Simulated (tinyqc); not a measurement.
The methods across T_c: square-lattice Ising model by mean field, Bethe lattice, transfer matrix, exact enumeration and Monte Carlo steps. Computed by tinyqc, a small Python program. Command: `OMP_NUM_THREADS=1 python tinyqc.py 3029634 3029635 out.jsonl ising walk`. One thread of a shared host (Intel(R) Xeon(R) Processor @ 2.30GHz), about 0.04 s of CPU time with the checks.

H = -J sum over nearest pairs s_i s_j, s = +-1, no field, periodic boundaries; energies per site are in J. As a lattice gas or an alloy, s marks which species holds the site.

Inputs (values chosen for the exercise, for a model lattice): coupling J = 12.2 meV; factor on the grid 1.5, 1.85, 2.1, 2.45, 2.65, 3.1, 3.6, 4.4 of k_B T/J = 1.02.

Enumerated cell: 3 x 5.

Constants: k_B = 8.617333262e-05 eV/K.

Method:
- K = J/(k_B T). Mean field: m = tanh(4 K m), u = -2 m^2. Bethe: cavity field h = 3 artanh(tanh K tanh h), m = tanh(4h/3), u = -2 (tanh K + tanh^2 h)/(1 + tanh K tanh^2 h). Exact: m = [1 - sinh(2K)^(-4)]^(1/8) below T_c; u = -coth(2K) [1 + (2/pi)(2 tanh^2(2K) - 1) K1(k)], k = 2 sinh(2K)/cosh^2(2K), K1 the complete elliptic integral of the first kind. The largest root is taken.
- Weights count x exp(-K E); N = 15; u = <E>/N, c = K^2 (<E^2> - <E>^2)/N in k_B, Binder U = 1 - <M^4>/(3 <M^2>^2).
- The grid values of k_B T/J times the given factor are rounded to 3 figures before use.

States of the 3 x 5 cell:
```
E (J),|M|,count
-30,15,2
-22,13,30
-18,3,10
-18,9,10
-18,11,60
-14,1,60
-14,5,60
-14,7,90
-14,9,150
-14,11,150
-10,1,180
-10,3,330
-10,5,276
-10,7,390
-10,9,450
-6,1,1020
-6,3,1030
-6,5,1260
-6,7,1140
-6,9,300
-2,1,3150
-2,3,2850
-2,5,2220
-2,7,870
2,1,4170
2,3,3480
2,5,1590
2,7,240
6,1,2940
6,3,1590
6,5,540
10,1,1020
10,3,660
10,5,60
14,1,330
14,3,60
```

Order and energy:
```
k_B T/J,T (K),m mean field,m Bethe,m exact,<|m|> cell,u Bethe,u exact,u cell,U cell
1.53,216.61,0.98869,0.98518,0.98467,0.98094,-1.9458,-1.9449,-1.9401,0.66211
1.89,267.58,0.96720,0.94829,0.94047,0.92813,-1.8261,-1.8150,-1.8016,0.64581
2.14,302.97,0.94274,0.89496,0.84335,0.86197,-1.6745,-1.6210,-1.6431,0.62118
2.50,353.94,0.89064,0.73573,0.00000,0.74180,-1.3147,-1.1061,-1.3704,0.56443
2.70,382.25,0.85145,0.55249,0.00000,0.67590,-1.0192,-0.9635,-1.2244,0.52529
3.16,447.38,0.72454,0.00000,0.00000,0.55272,-0.6126,-0.7584,-0.9525,0.43170
3.67,519.58,0.48084,0.00000,0.00000,0.46357,-0.5319,-0.6208,-0.7513,0.34316
4.49,635.67,0.00000,0.00000,0.00000,0.38335,-0.4382,-0.4850,-0.5599,0.24779
```

What does the comparison show, and why?

At k_B T/J = 1.53 all values of m agree within 0.008. At 2.5 the exact m is 0 while Bethe gives 0.74, mean field 0.89 and the cell 0.74: neglect of fluctuations raises T_c, and a finite cell rounds the transition. U falls from 0.662 (2/3 when ordered) to 0.248 (0 for a large disordered system).

Extremes, crossings and ranges named in words are read from the listed rows.
